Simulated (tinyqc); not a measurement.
Worked calculation: plane-wave Kohn-Sham cycle with exchange-only LDA in a layered model solid. One step of it, computed by the program tinyqc.

Question. Iteration 2: Hamiltonian at one k. H(m,m') = (k + G_m)^2/2 delta + V(G_m - G_m'), with V(-G) = V(G).

A solid whose potential varies along x alone (atomic units):
```
parameter                      value
period a                    8.300000
cross-section of the cell  31.000000
electrons per cell                 2
grid points                       16
plane waves -n..n, n               3
k points                           4
V1 in V1 cos(2 pi x/a)     -0.140000
V2 in V2 cos(4 pi x/a)     -0.180000
```

V(G_m), m = 0, 1, 2, ... (hartree): -0.194876  -0.063355  -0.090479  -0.000285  -0.000050  -0.000003  0.000001

k = 0.125000 2 pi / a

Give: H.

Answer.

H (hartree), lower triangle:
```
        -3      -2      -1      +0      +1      +2     +3
-3   2.173
-2  -0.063   0.812
-1  -0.090  -0.063   0.025
+0   0.000  -0.090  -0.063  -0.190
+1   0.000   0.000  -0.090  -0.063   0.168
+2   0.000   0.000   0.000  -0.090  -0.063   1.099
+3   0.000   0.000   0.000   0.000  -0.090  -0.063  2.603
```
